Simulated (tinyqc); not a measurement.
Undoped gate-all-around wire MOSFET, analytic charge model: two steps of the calculation.

An undoped round wire of radius R under an insulator shell and a surrounding gate; long channel, electrons only, n = ni exp((psi - V)/Vt) with V the quasi-Fermi potential (0 at the source, Vd at the drain), constant mobility, no quantisation. The radial Poisson equation gives n(r) = n(0)/(1 - (1 - b) r^2/R^2)^2 with b = Q0/(Q + Q0). Q is the electron charge per area of the wire surface.

Inputs (values chosen for the exercise); material values close to those of silicon:
```
symbol    value   unit                                             meaning
T           325      K                                         temperature
Eg         1.14     eV                                            band gap
eps_r      11.9                 relative permittivity of the semiconductor
Nc      3.18e19  cm^-3              conduction-band density of states at T
Nv         3e19  cm^-3                 valence-band density of states at T
eox        24.2                relative permittivity of the gate insulator
tox         4.1     nm                                 insulator thickness
R             8     nm                                         wire radius
dphi      -0.05      V  gate work function less that of the intrinsic body
Vg         0.76      V                                        gate voltage
```

Constants: q = 1.602176634e-19 C, kB = 1.380649e-23 J/K, Vt = kB T/q, eps0 = 8.8541878128e-14 F/cm where lengths are in cm. Results are converted to the units shown.

Question 1. Constants of the wire. ni = sqrt(Nc Nv) exp(-Eg/(2 Vt)), Eg in volts; Cox = eps0 eox/(R ln(1 + tox/R)); Q0 = 4 eps0 eps_r Vt/R; V0 = dphi + Vt ln[8 eps0 eps_r Vt/(q ni R^2)].

Give: ni; Cox; Q0; V0.

Answer 1.

ni = 4.4749e10 cm^-3
Cox = 6.4732 uF/cm^2
Q0 = 147.54 nC/cm^2
V0 = 0.44728 V

Question 2. Charge at the source by Newton steps. With V = 0: f = Q/Cox + Vt ln(Q/Q0) + Vt ln(1 + Q/Q0) - (Vg - V0); f' = 1/Cox + Vt/Q + Vt/(Q + Q0); Q(new) = Q - f/f'.

Q after iteration 1 = 184.43236 nC/cm^2
Cox = 6.4732369 uF/cm^2
Q0 = 147.54413 nC/cm^2
V0 = 0.44728304 V

Wanted: f; f'; Q after iteration 2.

Answer 2.

f = -0.25526 V
f' = 3.9070e-4 V cm^2/nC
Q after iteration 2 = 837.79 nC/cm^2

Numbers from tinyqc (`OMP_NUM_THREADS=1 python tinyqc.py 2460084 2460085 out.jsonl`; about 0.02 s on one thread of a shared Intel Xeon 2.30GHz).
